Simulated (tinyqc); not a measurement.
Field length and prefactor from two substrate currents.

Inverse problem. For Em = (Vd - Vdsat)/l, Isub/Id = (Ai/Bi)(Vd - Vdsat) exp(-Bi l/(Vd - Vdsat)), and l = sqrt(3 tox xj). Find l, Ai and xj.

Parameters, values chosen for the exercise:
```
symbol  value   unit           meaning
tox       8.9     nm   oxide thickness
Bi       1.76  MV/cm  ionisation field
```

Isub/Id at Vd - Vdsat = 1.8 and 2.4 V: [0.00807500147, 0.0429529654]

Answer. ln[Isub/(Id (Vd - Vdsat))] is linear in 1/(Vd - Vdsat) with slope -Bi l.

l = 56.60 nm
Ai = 2.000e6 1/cm
xj = 120.0 nm

Computed by the program tinyqc: `OMP_NUM_THREADS=1 python tinyqc.py 2550084 2550085 out.jsonl`, one thread of a shared Intel Xeon 2.30GHz, about 0.01 s for the whole run.
